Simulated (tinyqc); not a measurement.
Series resistance and length offset from two lengths at two overdrives.

Inverse problem. In strong inversion R W = Rsd + k(x)(L - dL), k(x) = (1 + th1 x)/(mu0 Cox x), x the overdrive, Cox = eps0 eox/tox, with Rsd and dL independent of x. Find dL, Rsd, mu0 and th1.

Values chosen for this exercise: relative permittivity of the gate insulator (close to aluminium oxide) eox = 9; insulator thickness tox = 2.5 nm.

Constants: eps0 = 8.8541878128e-14 F/cm where lengths are in cm. Results are converted to the units shown.

total resistance times width (ohm um):

|  | L = 0.1 um | L = 1 um |
|---|---|---|
| overdrive 0.48 V | 584.934089 | 4750.86841 |
| overdrive 0.99 V | 441.393762 | 3012.43556 |

Answer. At each overdrive R W is a straight line in L; the two lines cross at L = dL, R W = Rsd. Their slopes give k x = (1 + th1 x)/(mu0 Cox), a straight line in x.

dL = 0.0190 um
Rsd = 210 ohm um
mu0 = 190 cm^2/(V s)
th1 = 0.720 1/V

tinyqc, about 0.01 s, one thread, Intel Xeon 2.30GHz (shared host): `OMP_NUM_THREADS=1 python tinyqc.py 2210008 2210009 out.jsonl`
